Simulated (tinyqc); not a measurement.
Inside a calculation. Method: tight binding, kagome lattice. Computed by tinyqc, a small Python program that keeps every step. Settings: t1 = 0.72, t2 = 0.72, delta = 0, bands filled = 2. Command: `OMP_NUM_THREADS=1 python tinyqc.py 24759 24760 out.jsonl` (the two numbers bound the seeds that draw the settings). One thread of a shared host (Intel(R) Xeon(R) Processor @ 2.60GHz), about 0.01 s of CPU time with the checks.

## Bloch Hamiltonian at k

Parameters chosen for this model:
```
parameter,value,unit
t1,0.720000,"eV, up triangles"
t2,0.720000,"eV, down triangles"
delta,0,eV on site C
```

k point k (fractions of the reciprocal vectors): 0.330000  0.340000

H_AB = -t1 - t2 exp(-i k.a1), H_AC = -t1 - t2 exp(-i k.a2), H_BC = -t1 - t2 exp(i k.(a1 - a2)), H_CC = delta.

H(k) at k (eV):
```
,A,B,C
A,0.000000,-0.373137+0.630941i,-0.334205+0.607916i
B,-0.373137-0.630941i,0.000000,-1.438579+0.045209i
C,-0.334205-0.607916i,-1.438579-0.045209i,0.000000
```

## Levels at k

Diagonalise the Hermitian matrix.

eigenvalues (eV): -1.958922  0.518922  1.440000

weights |c|^2 of the basis functions:
```
,band 1,band 2,band 3
A,0.209668,0.789679,0.000653
B,0.398495,0.092878,0.508627
C,0.391838,0.117443,0.490719
```

## Bloch Hamiltonian at K

k point K (fractions of the reciprocal vectors): 0.333333  0.666667

As before.

H(k) at K (eV):
```
,A,B,C
A,0.000000,-0.360000+0.623538i,-0.360000-0.623538i
B,-0.360000-0.623538i,0.000000,-0.360000+0.623538i
C,-0.360000+0.623538i,-0.360000-0.623538i,0.000000
```

## Levels at K

As before.

eigenvalues (eV): -0.720000  -0.720000  1.440000

## Bands along a path

The same steps at evenly spaced points between the labelled ones.

Bands along the path (eV):
```
k,band 1,band 2,band 3
G,-2.880000,1.440000,1.440000
G-K 0.20,-2.755505,1.315505,1.440000
G-K 0.40,-2.403548,0.963548,1.440000
G-K 0.60,-1.884984,0.444984,1.440000
G-K 0.80,-1.289479,-0.150521,1.440000
K,-0.720000,-0.720000,1.440000
K-M 0.20,-0.963548,-0.476452,1.440000
K-M 0.40,-1.164984,-0.275016,1.440000
K-M 0.60,-1.315505,-0.124495,1.440000
K-M 0.80,-1.408533,-0.031467,1.440000
M,-1.440000,0,1.440000
M-K' 0.20,-1.408533,-0.031467,1.440000
M-K' 0.40,-1.315505,-0.124495,1.440000
M-K' 0.60,-1.164984,-0.275016,1.440000
M-K' 0.80,-0.963548,-0.476452,1.440000
K',-0.720000,-0.720000,1.440000
```

With 2 band(s) filled, the highest filled level on these points lies at G and the lowest empty one at M: the bands touch or overlap, so there is no gap.
